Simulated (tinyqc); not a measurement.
The internal displacement: deformation potentials from a strained empirical pseudopotential.

Diamond lattice, no spin-orbit coupling. Atomic form factor V(q) = a1 (q^2 - a2)/(a3 exp(a4 q^2) - 1) in rydberg with q in 1/bohr, for the unstrained cell. Under a strain e the reciprocal vectors and k go over into (1 + e)^(-1) G, the atoms sit at +/- tau with tau = (1 + e) a (1,1,1)/8 - zeta a (eyz, ezx, exy)/4, and H(G,G') = c |k + G|^2 delta + (V(q)/det(1 + e)) cos(q.tau), q = G - G', with the term q = 0 left out; c = hbar^2/2m0. The basis is fixed before straining: all G with |k + G|^2 up to 16 (2 pi/a)^2. k is given in units of 2 pi/a of the unstrained cell.

Constants: hbar^2/2m0 = 3.80998211 eV angstrom^2; Ry = 13.60569312 eV; a0 (Bohr radius) = 0.5291772105 angstrom.

Parameters, chosen for this exercise (out of a larger set: a germanium-sized cell with gaps well above those of Ge; not measured data):

| symbol | value | unit | meaning |
|---|---|---|---|
| a | 5.652 | angstrom | lattice constant |
| A | (0.396, 2.433, 2.058, 0.451) |  | a1 (Ry bohr^2), a2 (1/bohr^2), a3, a4 (bohr^2) |
| h | 0.002 |  | size of the test strain |

Xu of L (level 5, the lowest empty one) and d from exy = eyz = ezx = h for several zeta: Xu = [E(L [111]) - E(L [1-1-1])]/((8/3) h), d = (single valence level - pair)/(3 sqrt(3) h). zeta = 0 strains the bonds with the lattice; zeta = 1 keeps all four bond lengths equal to first order.

Results:

| zeta | Xu (L) (eV) | d (eV) |
|---|---|---|
| 0.00 | 8.90 | 1.92 |
| 0.25 | 10.10 | -0.49 |
| 0.50 | 11.31 | -2.89 |
| 0.60 | 11.79 | -3.85 |
| 0.75 | 12.52 | -5.29 |
| 1.00 | 13.74 | -7.69 |

What can be read from this table?

From zeta = 0 to 1, d goes from 1.92 to -7.69 eV and Xu (L) from 8.90 to 13.74 eV, both nearly linearly: the displacement is an optical-phonon mode, and d = d(0) - zeta d0/4 gives its deformation potential d0 = 38 eV. Leaving the relaxation out (zeta = 0 for 0.5) moves d by +4.81 eV, which reverses its sign, and Xu (L) by -2.41 eV. Tetragonal strain has no such freedom.

tinyqc: `OMP_NUM_THREADS=1 python tinyqc.py 1880594 1880595 out.jsonl`; about 0.2 s, one thread, shared Intel(R) Xeon(R) Processor @ 2.30GHz.
